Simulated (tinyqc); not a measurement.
Plane-wave Kohn-Sham cycle with exchange-only LDA in a layered model solid, step by step. One step of it, computed by the program tinyqc.

Question. Iteration 2: potential. V_H(G) = 4 pi rho(G)/G^2 for G != 0 (uniform background); v_x = -(3 rho/pi)^(1/3); V = V_ext + V_H + v_x; Fourier components f(G_m) = (1/N) sum_j f(x_j) exp(-i G_m x_j).

A solid whose potential varies along x alone (atomic units):
```
parameter,value
period a,11.500000
cross-section of the cell,14.000000
electrons per cell,2
grid points,16
"plane waves -n..n, n",2
k points,2
V1 in V1 cos(2 pi x/a),-0.770000
V2 in V2 cos(4 pi x/a),0.090000
```

density after iteration 1 (e/bohr^3): 0.02420128  0.02086262  0.01388109  0.00875509  0.00769639  0.00896706  0.01034272  0.01110467  0.01133718  0.01110467  0.01034272  0.00896706  0.00769639  0.00875509  0.01388109  0.02086262

Give: Potentials on the grid; V(G_m), m = 0, 1, 2, ....

Answer.

Potentials on the grid (hartree):
```
x,V_ext,V_H,v_x,V
0.0000,-0.6800,0.2511,-0.2848,-0.7138
0.7188,-0.6477,0.2147,-0.2711,-0.7041
1.4375,-0.5445,0.1257,-0.2367,-0.6555
2.1562,-0.3583,0.0260,-0.2030,-0.5353
2.8750,-0.0900,-0.0522,-0.1944,-0.3366
3.5938,0.2310,-0.1010,-0.2046,-0.0745
4.3125,0.5445,-0.1273,-0.2146,0.2026
5.0312,0.7750,-0.1398,-0.2197,0.4156
5.7500,0.8600,-0.1434,-0.2212,0.4954
6.4688,0.7750,-0.1398,-0.2197,0.4156
7.1875,0.5445,-0.1273,-0.2146,0.2026
7.9062,0.2310,-0.1010,-0.2046,-0.0745
8.6250,-0.0900,-0.0522,-0.1944,-0.3366
9.3438,-0.3583,0.0260,-0.2030,-0.5353
10.0625,-0.5445,0.1257,-0.2367,-0.6555
10.7812,-0.6477,0.2147,-0.2711,-0.7041
```

V(G_m), m = 0, 1, 2, ... (hartree): -0.2246  -0.3028  0.0568  -0.0001  0.0009
